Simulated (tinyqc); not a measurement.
Deep-level transient spectroscopy (DLTS) of one majority-carrier trap: one step, computed by the program tinyqc.

A filling pulse loads the traps in a one-sided junction; under reverse bias they empty at the rate e, and the capacitance relaxes as C(t) = C_0 - dC exp(-e t). The signal is S = [C(t_2) - C(t_1)]/dC.

Task: Peak temperature and width. e = g sigma v N_b exp(-E/k_B T), v = sqrt(3 k_B T/m), N_b = 2 M (2 pi m k_B T/h^2)^(3/2), sigma = sigma_0 exp(-E_b/k_B T), E = E_t. S(e) = exp(-e t_1) - exp(-e t_2) peaks at the rate window e_0 = ln(t_2/t_1)/(t_2 - t_1). T_p solves e(T) = e_0 (bisection between 15 and 1500 K); the half-height points solve S = S_max/2 on either side.

Inputs (values chosen for the exercise, with mass and screening modelled on GaN):

| quantity | value | unit |
|---|---|---|
| density-of-states mass m | 1.41 | m_0 |
| valleys M | 1 | - |
| trap depth E_t | 0.665 | eV |
| cross-section sigma_0 | 4.8e-15 | cm^2 |
| degeneracy ratio g | 2 | - |
| gate time t_1 | 0.009 | s |
| ratio t_2/t_1 | 10 | - |
| temperature T | 344 | K |
| capture barrier E_b | 0.033 | eV |

Carriers: holes. Extra term: capture barrier.

rate window e_0 = 28.42698 1/s

peak height S_max = 0.6968373

Constants: k_B = 8.617333262e-05 eV/K; k_B = 1.380649e-23 J/K; m_0 = 9.1093837015e-31 kg; h = 6.62607015e-34 J s.

Give: peak temperature T_p; lower half-height point; upper half-height point; full width.

Result:

peak temperature T_p = 314.5 K

lower half-height point = 297.1 K

upper half-height point = 331.4 K

full width = 34.23 K

The width is 10.9 % of T_p, and E_t is 24.5 k_B T_p.
